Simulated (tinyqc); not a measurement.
Interdiffusion of a quantum well during annealing: blurred potential and shift of the confined levels. From electron level before the anneal back to well width w. Computed by tinyqc, a small Python program. Command: `OMP_NUM_THREADS=1 python tinyqc.py 3027298 3027299 out.jsonl qwi inv`. One thread of a shared host (Intel(R) Xeon(R) Processor @ 2.30GHz), about 0.02 s of CPU time with the checks.

A square well of width w is blurred by Fick diffusion with a constant coefficient; band offsets are linear in composition, masses are uniform, and strain and excitons are ignored.

Inputs (values chosen for the exercise, modelled on InGaAs in GaAs):

| quantity | value | unit |
|---|---|---|
| electron mass m_e | 0.0567 | m_0 |
| hole mass m_h | 0.346 | m_0 |
| conduction offset V_c | 0.092 | eV |
| valence offset V_v | 0.072 | eV |

Constants: hbar^2/(2 m_0) = 3.80998212 eV angstrom^2.

Method. Square well, ground state: take the lowest root of k tan(k w/2) = kappa, k^2 = E/c, kappa^2 = (V - E)/c, c = hbar^2/(2m) with hbar^2/(2 m_0) in eV angstrom^2.

Problem. A run gave the result below. Find the well width w, known to lie between 9.5 and 22 nm.

electron level before the anneal = 20.92131 meV

Solution.

Each step takes the trial c = (a f_b - b f_a)/(f_b - f_a), f being the result less the target and a, b, c the logarithms of the listed values; c replaces end b, the old b replaces a if the sign of f changed, and otherwise f_a is halved.

Scan of the range:

| well width w (nm) | electron level before the anneal (meV) |
|---|---|
| 9.5 | 28.5792 |
| 10.9 | 24.1405 |
| 12.6 | 19.9717 |
| 14.5 | 16.4468 |
| 16.6 | 13.5209 |
| 19.1 | 10.9425 |
| 22.0 | 8.7727 |

False position (Illinois rule, in the logarithm of the input) inside the bracket:

| step | end a | end b | trial | electron level before the anneal (meV) |
|---|---|---|---|---|
| 1 | 10.9000 | 12.6000 | 12.1908 | 20.8739 |
| 2 | 10.9000 | 12.1908 | 12.1518 | 20.9629 |
| 3 | 12.1908 | 12.1518 | 12.1700 | 20.9213 |
| 4 | 12.1518 | 12.1700 | 12.1700 | 20.9213 |
| 5 | 12.1518 | 12.1700 | 12.1700 | 20.9213 |
| 6 | 12.1700 | 12.1700 | 12.1700 | 20.9213 |

Electron level before the anneal falls at every point of a 13-point scan of the range (every second point is shown), so one value fits; it is bracketed by 10.9 and 12.6. Answer: well width w = 12.17 nm.

Caution: the well mass is used in the barriers too; a heavier barrier mass would lower these levels.
